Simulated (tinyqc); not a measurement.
From results back to parameters: two-band tight binding of a puckered layer. Five cases, with inputs chosen for the exercise.

Problem. In the two-band model of a puckered layer with hoppings t1 to t5, along y the masses are c/(gy + ey) for electrons and c/(gy - ey) for holes, with gy = -ay^2 (t1 + t3)/4, ey = -t4 ay^2/2, c = hbar^2/2m0; the gap is 2 (t2 + 2 t1 + 2 t3 + t5). The values below come from hidden hoppings.

Constants: hbar^2/2m0 = 3.80998211 eV angstrom^2.

Case 1.

Values chosen (out of a larger set: near a published set for monolayer black phosphorus; not measured data): ay = 3.29 angstrom (period along y (zigzag)).

masses along y (m0): electron 0.844102, hole 1.146549

gap = 1.3500 eV

Case 2.

Values chosen (out of a larger set: near a published set for monolayer black phosphorus; not measured data): ay = 3.26 angstrom (period along y (zigzag)).

masses along y (m0): electron 0.878674, hole 1.160190

gap = 1.4420 eV

Case 3.

Values chosen (out of a larger set: near a published set for monolayer black phosphorus; not measured data): ay = 3.32 angstrom (period along y (zigzag)).

masses along y (m0): electron 0.851375, hole 1.156047

gap = 1.5020 eV

Case 4.

Values chosen (out of a larger set: near a published set for monolayer black phosphorus; not measured data): ay = 3.29 angstrom (period along y (zigzag)).

masses along y (m0): electron 0.861666, hole 1.144685

gap = 1.3860 eV

Case 5.

Values chosen (out of a larger set: near a published set for monolayer black phosphorus; not measured data): ay = 3.25 angstrom (period along y (zigzag)).

masses along y (m0): electron 0.882467, hole 1.175903

gap = 1.4600 eV

Find: t1 + t3, t4, t2 + t5.

Solution. The mean of c/m gives gy and half the difference ey; the gap then gives t2 + t5.

Case 1.

t1 + t3, t4, t2 + t5 (eV): -1.448  -0.110  3.571

Case 2.

t1 + t3, t4, t2 + t5 (eV): -1.434  -0.099  3.589

Case 3.

t1 + t3, t4, t2 + t5 (eV): -1.410  -0.107  3.571

Case 4.

t1 + t3, t4, t2 + t5 (eV): -1.432  -0.101  3.557

Case 5.

t1 + t3, t4, t2 + t5 (eV): -1.431  -0.102  3.592

Computed by tinyqc, one run a case: `OMP_NUM_THREADS=1 python tinyqc.py N N+1 out.jsonl` with N = 1480528, 1480607, 1480660, 1480715, 1480798; one thread of a shared Intel(R) Xeon(R) Processor @ 2.30GHz, about 0.01 s a run at most.
